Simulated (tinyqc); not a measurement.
Energy and delay of logic against supply voltage: optimum supplies against the threshold voltage at zero drain bias.

One expression serves below and above threshold: I(Vg) = Ik [ln(1 + exp((Vg - VT + dd V)/(al nf Vt)))]^al, with I_on = I(V) and I_off = I(0). Gate delay td = kd C V/I_on, clock period LD td. Per gate and cycle the switching energy is act C V^2 and the leakage energy I_off V LD td. No short-circuit current, no variation. Minima are sought above 0.09 V; below a few Vt gates no longer switch and the model has no meaning.

V_min minimises the energy and V_EDP the product of energy and td.

Inputs (values chosen for the exercise); values of the order met in logic technologies:

| symbol | value | unit | meaning |
|---|---|---|---|
| T | 250 | K | temperature |
| nf | 1.16 |  | slope factor |
| dd | 0.08 |  | barrier lowering per volt of supply |
| Ik | 0.63 | uA | specific current of a gate |
| al | 1.71 |  | exponent of the current law |
| C | 0.31 | fF | load capacitance of a gate |
| kd | 0.8 |  | delay factor |
| LD | 16 |  | logic depth |
| act | 0.2 |  | activity factor |

Constants: q = 1.602176634e-19 C, kB = 1.380649e-23 J/K, Vt = kB T/q. Results are converted to the units shown.

Result of one run:

| V_min (V) | energy at V_min (aJ) | leakage share (%) | clock at V_min (MHz) | V_EDP (V) | clock at V_EDP (GHz) |
|---|---|---|---|---|---|
| 0.1074 | 1.340 | 46.66 | 0.1261 | 0.7536 | 12.43 |

Which threshold voltage at zero drain bias VT gave this result: 0.2, 0.35, 0.4, 0.45 or 0.5 V?

VT = 0.35 V.

The whole series:

| VT (V) | V_min (V) | energy at V_min (aJ) | leakage share (%) | clock at V_min (MHz) | V_EDP (V) | clock at V_EDP (GHz) |
|---|---|---|---|---|---|---|
| 0.15 | 0.1022 | 1.550 | 58.24 | 237.2 | 0.3266 | 6.988 |
| 0.2 | 0.1060 | 1.405 | 50.45 | 43.79 | 0.4305 | 8.355 |
| 0.25 | 0.1070 | 1.359 | 47.79 | 6.591 | 0.5381 | 9.786 |
| 0.3 | 0.1073 | 1.344 | 46.93 | 0.9227 | 0.6459 | 11.14 |
| 0.35 | 0.1074 | 1.340 | 46.66 | 0.1261 | 0.7536 | 12.43 |
| 0.4 | 0.1074 | 1.338 | 46.58 | 0.01712 | 0.8613 | 13.67 |
| 0.45 | 0.1074 | 1.338 | 46.55 | 0.002317 | 0.9690 | 14.86 |
| 0.5 | 0.1074 | 1.338 | 46.54 | 3.135e-4 | 1.077 | 16.02 |
| 0.55 | 0.1074 | 1.338 | 46.54 | 4.239e-5 | 1.184 | 17.14 |

As VT goes from 0.15 to 0.55, V_min rises from 0.102 to 0.107 V, the energy there falls from 1.55 to 1.34 aJ, the clock there falls from 237 to 4.24e-5 MHz and V_EDP rises from 0.327 to 1.18 V. V_min lies below VT for VT = 0.15, 0.2, 0.25, 0.3, 0.35, 0.4, 0.45, 0.5, 0.55 V. As VT grows, I_on too becomes a subthreshold current, VT cancels more and more from the energy, and it mainly sets the clock.

Computed by the program tinyqc: `OMP_NUM_THREADS=1 python tinyqc.py 2082115 2082116 out.jsonl`, one thread of a shared Intel Xeon 2.30GHz, about 0.01 s for the whole run.
